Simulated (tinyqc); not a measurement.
Inside a calculation. Method: extended Hueckel theory, for H4. One step of it, computed by the program tinyqc.

Task: Mulliken analysis. P = C n C^T; charge = valence electrons (H 1) minus the sum of (P S)_ii on the atom; overlap population = 2 sum P_ij S_ij between two atoms.

coefficients:
```
            MO1        MO2        MO3        MO4
1H 1s  0.324224   0.506586   0.744690  -0.672947
2H 1s  0.421731   0.358709  -0.572512   0.950370
3H 1s  0.421731  -0.358709  -0.572512  -0.950370
4H 1s  0.324224  -0.506586   0.744690   0.672947
```

occupations: 2.000000  2.000000  0.000000  0.000000

overlap S, lower triangle:
```
          1H 1s     2H 1s     3H 1s     4H 1s
1H 1s  1.000000
2H 1s  0.509040  1.000000
3H 1s  0.070917  0.321054  1.000000
4H 1s  0.012546  0.070917  0.509040  1.000000
```

Give: charges; Overlap populations.

Result:

charges: 1H -0.038, 2H 0.038, 3H 0.038, 4H -0.038

Overlap populations:
```
pair      value
2-1    0.648420
3-1   -0.012760
3-2    0.063164
4-1   -0.007603
4-2   -0.012760
4-3    0.648420
```
